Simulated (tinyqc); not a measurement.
From results back to parameters: band-to-band tunnelling across a p-n junction in a two-band chain. Three cases, with inputs chosen for the exercise.

Problem. In a uniform field T = exp(-B/F), B = (pi/4) sqrt(m/c) Eg^(3/2), c = hbar^2/2m0, 1 V/angstrom = 100 MV/cm. m is the band-edge mass, the same for both bands (twice the reduced mass). The ratio below comes from a hidden m.

Constants: hbar^2/2m0 = 3.80998211 eV angstrom^2.

Case 1.

Values chosen (out of a larger set: gap and mass near those of GaSb; not measured data): Eg = 0.723 eV (gap); F1 = 1.34 MV/cm (first field); F2 = 3.03 MV/cm (second field).

ln(T2/T1) = 2.142491

Case 2.

Values chosen (out of a larger set: gap and mass near those of GaAs; not measured data): Eg = 1.371 eV (gap); F1 = 1.1 MV/cm (first field); F2 = 3.05 MV/cm (second field).

ln(T2/T1) = 10.424467

Case 3.

Values chosen (out of a larger set: gap and mass near those of InAs; not measured data): Eg = 0.373 eV (gap); F1 = 0.81 MV/cm (first field); F2 = 2.72 MV/cm (second field).

ln(T2/T1) = 1.241269

Find: B; m.

Solution. B is the logarithm over 1/F1 - 1/F2, and m = c (4B/pi)^2/Eg^3 with B in V/angstrom.

Case 1.

B = 5.147 MV/cm
m = 0.0433 m0

Case 2.

B = 17.935 MV/cm
m = 0.0771 m0

Case 3.

B = 1.432 MV/cm
m = 0.0244 m0

Computed by tinyqc, one run a case: `OMP_NUM_THREADS=1 python tinyqc.py N N+1 out.jsonl` with N = 1481922, 1481935, 1481937; one thread of a shared Intel(R) Xeon(R) Processor @ 2.30GHz, about 0.01 s a run at most.
